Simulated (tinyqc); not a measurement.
A run and its error bars: classical Heisenberg spin chain: exact results, Metropolis, heat-bath and over-relaxation steps, and a Monte Carlo run. Computed by tinyqc, a small Python program. Command: `OMP_NUM_THREADS=1 python tinyqc.py 3130062 3130063 out.jsonl heismc walk`. One thread of a shared host (Intel(R) Xeon(R) Processor @ 2.30GHz), about 0.2 s of CPU time with the checks.

E = -J sum_i s_i . s_(i+1) for unit vectors s_i on an open chain; K = J/(k_B T).

Inputs (values chosen for the exercise, for a model chain of large moments):
```
quantity,value,unit
coupling J,10,meV
temperature T,105,K
moment mu,4.2,mu_B
length N of the open chain,12,-
seed,442980,-
```

Update: heat bath with over-relaxation.

Constants: k_B = 8.617333262e-05 eV/K; mu_B = 5.7883818060e-05 eV/T.

Method:
- Each bond angle is independent, so u = <s_i . s_(i+1)> = coth K - 1/K, <s_i . s_(i+n)> = u^n, correlation length xi = -1/ln|u|, energy per bond -J u, heat capacity per bond c/k_B = 1 - K^2/sinh^2 K, and for the long chain chi = mu^2 (1 + u)/(3 k_B T (1 - u)) per spin.
- For N spins, <|sum s|^2>/N = (1 + u)/(1 - u) - 2 u (1 - u^N)/(N (1 - u)^2); the long chain has (1 + u)/(1 - u), chi over the Curie value, and the difference is relative to it.
- From the ordered state (alternating for J < 0), with each spin drawn from exp(h . s), h = K x sum of neighbours, 200 sweeps are discarded and 1600 recorded (even and odd sites in turn, each heat-bath sweep followed by two sweeps of reflections; random numbers not printed, so these rows are one sample). Errors are the scatter of block means over sqrt(number of blocks).

K = 1.10519

u = 0.341509

<|sum s|^2>/N = 1.90598

Blocking:
```
block length,mean bond product,error,<|sum s|^2>/N,error
1,0.34407,0.0039362,1.9201,0.034229
4,0.34407,0.0040454,1.9201,0.034952
16,0.34407,0.0044472,1.9201,0.036937
40,0.34407,0.0049100,1.9201,0.039773
80,0.34407,0.0039298,1.9201,0.035755
```

With blocks of 40 the bond product is 0.5 error bars from the exact u = 0.3415, and <|sum s|^2>/N is 0.4 from the exact 1.906. Blocking to 40 changes the two errors by factors 1.2 and 1.2.
